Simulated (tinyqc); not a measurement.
# A square-lattice strip 2 sites wide, recursive Green functions: transmission against energy

The device has N = 3 slices of 2 site(s), nearest-neighbour hopping -t, and site energies U; the leads are semi-infinite continuations with site energy 0. V = <i+1|H|i> = -t 1.

Transverse modes n = 1..2: chi_n(j) = sqrt(2/3) sin(pi n j/3), energy e_n = -2 t cos(pi n/3). Sigma = t^2 sum_n chi_n chi_n^T g(E - e_n), g(x) = (x - i sqrt(4 t^2 - x^2))/(2 t^2) for |x| < 2 t and (x - sign(x) sqrt(x^2 - 4 t^2))/(2 t^2) otherwise; Gamma = i (Sigma - Sigma^dagger); both leads give the same. Forward pass: g_1 = (E - H_1 - Sigma)^(-1), g_i = (E - H_i - V g_(i-1) V^dagger)^(-1), with Sigma also subtracted on the last slice; G_(i,1) = g_i V G_(i-1,1), starting from g_1. H_i is the block of slice i: its site energies on the diagonal and -t between neighbouring rows. T(E) = Tr[Gamma G_(N,1) Gamma G_(N,1)^dagger].

Values chosen for this exercise: hopping (matrix element -t) t = 1 eV; site energies, slice by slice (2 a slice) U = [0.81, -0.36, -0.75, 1.23, -1.12, 0.88] eV.

Results:

| E (eV) | open modes | T(E) | T(E) per open mode |
|---|---|---|---|
| -2.9 | 1 | 0.50661 | 0.50661 |
| -2.42 | 1 | 0.73915 | 0.73915 |
| -1.93 | 1 | 0.79322 | 0.79322 |
| -1.45 | 1 | 0.77701 | 0.77701 |
| -0.48 | 2 | 1.2204 | 0.61019 |
| 0 | 2 | 1.0670 | 0.53349 |
| 0.48 | 2 | 0.99469 | 0.49734 |
| 0.97 | 2 | 0.51417 | 0.25708 |
| 1.45 | 1 | 0.66284 | 0.66284 |
| 1.93 | 1 | 0.90310 | 0.90310 |
| 2.42 | 1 | 0.94416 | 0.94416 |
| 2.9 | 1 | 0.51005 | 0.51005 |

Estimate the missing row, E = -0.97 eV.

Computed row:

| E (eV) | open modes | T(E) | T(E) per open mode |
|---|---|---|---|
| -0.97 | 2 | 0.64950 | 0.32475 |

With this row back in the table: T(E) lies between 0.507 (E = -2.9 eV) and 1.22 (E = -0.48 eV) in these rows. The leads offer 1 to 2 open mode(s), of which the mean share 0.62 is transmitted.

Program tinyqc, `OMP_NUM_THREADS=1 python tinyqc.py 2660128 2660129 out.jsonl`; Intel Xeon 2.30GHz, shared host, one thread, about 0.01 s.
